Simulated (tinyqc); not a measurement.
From mean shift, from the weights back to confinement constant beta: Raman line shape of confined optical phonons and breathing modes of small crystals. Computed by tinyqc, a small Python program. Command: `OMP_NUM_THREADS=1 python tinyqc.py 3014734 3014735 out.jsonl confine inv`. One thread of a shared host (Intel(R) Xeon(R) Processor @ 2.30GHz), about 0.03 s of CPU time with the checks.

Confinement in 3 direction(s) lets phonons with q away from zero scatter light. q is in units of 2 pi/a, from 0 to 1, and the branch is isotropic: omega(q)^2 = (omega_0^2 + omega_X^2)/2 + ((omega_0^2 - omega_X^2)/2) cos(pi q). The model and its constant beta are phenomenological; beta = 8 is the common choice.

Inputs (values chosen for the exercise, modelled on silicon):
```
quantity                                value      unit
bulk frequency omega_0                  520.5      1/cm
frequency at the zone boundary omega_X    402      1/cm
natural width Gamma_0                     3.2      1/cm
lattice constant a                      5.431  angstrom
size L                                    6.9        nm
probe offset omega - omega_0              -10      1/cm
```

Shape: sphere.

Method:
- Weight W(q) = q^2 exp(-(2 L q/a)^2/(2 beta)) dq, that is exp(-k^2 L^2/(2 beta pi^2)) for k = 2 pi q/a.
- I(omega) = int W(q) / [(omega - omega(q))^2 + (Gamma_0/2)^2] dq / int W dq x (Gamma_0/2)^2, by 400 Gauss-Legendre points on 0 < q < min(1, 2.5 a sqrt(2 beta)/L).
- Bulk Lorentzian 1/(1 + (2 offset/Gamma)^2); mean shift = weighted mean of omega(q) less the bulk frequency.

Problem. A run gave the result below. Find the confinement constant beta, known to lie between 2.3 and 3.9.

mean shift, from the weights = -3.541319 1/cm

Solution.

Each step takes the trial c = (a f_b - b f_a)/(f_b - f_a), f being the result less the target and a, b, c the logarithms of the listed values; c replaces end b, the old b replaces a if the sign of f changed, and otherwise f_a is halved.

Scan of the range:
```
confinement constant beta  mean shift, from the weights (1/cm)
2.30                                                  -2.74070
2.51                                                  -2.98812
2.74                                                  -3.25856
2.99                                                  -3.55187
3.27                                                  -3.87958
3.57                                                  -4.22977
3.90                                                  -4.61386
```

False position (Illinois rule, in the logarithm of the input) inside the bracket:
```
step    end a    end b    trial  mean shift, from the weights (1/cm)
1     2.74000  2.99000  2.98063                             -3.54088
2     2.99000  2.98063  2.98100                             -3.54132
3     2.99000  2.98100  2.98100                             -3.54132
4     2.98100  2.98100  2.98100                             -3.54132
```

Mean shift, from the weights falls at every point of a 13-point scan of the range (every second point is shown), so one value fits; it is bracketed by 2.74 and 2.99. Answer: confinement constant beta = 2.981.
